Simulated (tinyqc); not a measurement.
Zener tunnelling in a reverse-biased junction, two-band WKB: two steps of the calculation.

Abrupt p-n junction, depletion approximation. Energies E are counted from the conduction-band edge of the neutral n side; its Fermi level lies at dn, that of the p side at dn - V, and the valence-band edge of the neutral p side at Em = dn + dp - V. Tunnelling needs 0 < E < Em. Two-band dispersion with equal masses m: inside the gap kappa = sqrt(m u (1 - u/Eg)/C), u the distance from a band edge, C = hbar^2/(2 m0).

Parameters, values chosen for the exercise; band and dielectric values those of a made-up semiconductor:
```
symbol,value,unit,meaning
T,77,K,temperature
Eg,0.339,eV,band gap
Nc,1.14e16,cm^-3,conduction-band density of states at 77 K
Nv,8.79e17,cm^-3,valence-band density of states at 77 K
m,0.022,m0,band-edge mass of the two-band model
Na,1.5e19,cm^-3,acceptor density
Nd,6.3e17,cm^-3,donor density
V,-0.38,V,bias of the p side
nE,13,,points of the energy grid
```

Constants: q = 1.602176634e-19 C, kB = 1.380649e-23 J/K, hbar = 1.054571817e-34 J s, h = 6.62607015e-34 J s, m0 = 9.1093837015e-31 kg, Vt = kB T/q, hbar^2/(2 m0) = 0.0380998212 eV nm^2. Results are converted to the units shown.

Task 1. Fermi levels and built-in voltage. Nd = Nc F12(dn/Vt), Na = Nv F12(dp/Vt), F12(x) = (2/sqrt(pi)) int_0^infinity sqrt(u)/(1 + exp(u - x)) du; dn = EF - Ec on the n side, dp = Ev - EF on the p side (negative outside the bands); Vbi = Eg + dn + dp.

Wanted: dn; dp; Vbi.

Result 1.

dn = 0.11608 eV
dp = 0.052473 eV
Vbi = 0.50755 V

Boltzmann statistics would give dn = 0.0266 eV and dp = 0.0188 eV. At zero bias the bands of the two sides overlap by dn + dp.

Task 2. Current density on a coarse grid. J = KJ exp(-S) Eb times the integral from 0 to Em of [f(E - dn) - f(E - dn + V)] [1 - exp(-min(E, Em - E)/Eb)] dE, f(x) = 1/(1 + exp(x/Vt)), with S and Eb from the mean field; J > 0 flows from p to n. KJ = (2 q^2/h) m/(4 pi C) (times 1e14 for A/cm^2 per eV^2). Simpson's rule on nE equally spaced points from 0 to Em.

dn = 0.11607623 eV
dp = 0.052473416 eV
S = 6.8255009
Eb = 12.416671 meV

Give: E; difference of the f; transverse factor; integral; KJ; J.

Result 2.

```
point  E (eV)  difference of the f  transverse factor
0      0.0000                0.000              0.000
1      0.0457                0.000              0.975
2      0.0914               -0.024              0.999
3      0.1371               -0.960              1.000
4      0.1828               -1.000              1.000
5      0.2286               -1.000              1.000
6      0.2743               -1.000              1.000
7      0.3200               -1.000              1.000
8      0.3657               -1.000              1.000
9      0.4114               -1.000              1.000
10     0.4571               -0.997              0.999
11     0.5028               -0.265              0.975
12     0.5485                0.000              0.000
```

integral = -0.3796 eV
KJ = 3.560e8 A/(cm^2 eV^2)
J = -1822 A/cm^2

Range of the model: Parabolic densities of states, no band tails and no gap narrowing, all of which matter at such doping.

tinyqc, about 0.01 s, one thread, Intel Xeon 2.30GHz (shared host): `OMP_NUM_THREADS=1 python tinyqc.py 2620092 2620093 out.jsonl`
